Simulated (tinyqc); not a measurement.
# Changing the quartic constant b

Model: one anharmonic mode: perturbation theory, self-consistent phonons and exact levels. Computed by tinyqc, a small Python program. Command: `OMP_NUM_THREADS=1 python tinyqc.py 3014743 3014744 out.jsonl scp sweep`. One thread of a shared host (Intel(R) Xeon(R) Processor @ 2.30GHz), about 0.05 s of CPU time with the checks.

V(x) = k x^2/2 + b x^4 for one coordinate x of mass M. A constant K > 0 gives hbar Omega = sqrt((hbar^2/u) K/M) with K in eV/angstrom^2 and M in u.

Inputs (values chosen for the exercise, for a model mode):
```
quantity             value           unit
mode mass M           13.7              u
harmonic constant k   6.97  eV/angstrom^2
temperature T          890              K
mixing                 0.5              -
```

Shape: single well.

Constants: hbar^2/u = 4.18015928e-03 eV angstrom^2; k_B = 8.617333262e-05 eV/K.

Method:
- Self-consistent phonon, centred at x = 0: K = k + 12 b <x^2>, <x^2> = (hbar Omega/(2K)) coth(hbar Omega/(2 k_B T)).
- Start at K = |k|; K(new) = K + mixing x (K_out - K), but at least K/20; stop when |K_out - K| < 1e-9 |k| or after 90 steps.
- Its free energy is F = k_B T ln[2 sinh(hbar Omega/(2 k_B T))] + (k - K)<x^2>/2 + 3 b <x^2>^2, an upper bound to the exact one.
- Basis: oscillator states n of the constant |k|, with x = s (a + a+), s^2 = hbar Omega/(2|k|); H = hbar Omega (n + 1/2) + (k - |k|) x^2/2 + b x^4, with exact matrix elements of x^2 and x^4.
- Exact values use 120 basis states: F = -k_B T ln sum exp(-E_n/(k_B T)), and <x^2> is the Boltzmann mean.

One run for each value; columns: (1) quartic constant b (eV/angstrom^4); (2) self-consistent quantum (meV); (3) E_1 - E_0 (meV); (4) self-consistent <x^2> (angstrom^2); (5) exact <x^2> (angstrom^2):
```
(1)       (2)     (3)       (4)       (5)
2.5    47.180  46.440  0.010842  0.010854
4.7    48.030  46.718  0.010473  0.010503
8.9    49.486  47.231  0.009885  0.009956
17.0   51.854  48.167  0.009032  0.009171
32.0   55.326  49.748  0.007974  0.008195
60.0   60.160  52.322  0.006794  0.007088
110.0  66.336  56.142  0.005645  0.005978
210.0  74.794  62.135  0.004510  0.004843
400.0  85.431  70.587  0.003531  0.003832
```

Over the rows, self-consistent quantum (meV) rises from 47.2 to 85.4 (exponent d ln y / d ln x 0.028 between the first rows and 0.21 between the last); E_1 - E_0 (meV) rises from 46.4 to 70.6 (exponent d ln y / d ln x 0.0094 between the first rows and 0.20 between the last); self-consistent <x^2> (angstrom^2) falls from 0.0108 to 0.00353 (exponent d ln y / d ln x -0.055 between the first rows and -0.38 between the last). At the low end the exponent of self-consistent quantum is 0.03, close to 0: the mode is nearly harmonic. The self-consistent quantum is 1.02 times E_1 - E_0 in the first row and 1.21 in the last; it follows from the curvature averaged over the spread of x, not from the lowest spacing alone.

Extremes, crossings and ranges named in words are read from the listed rows.
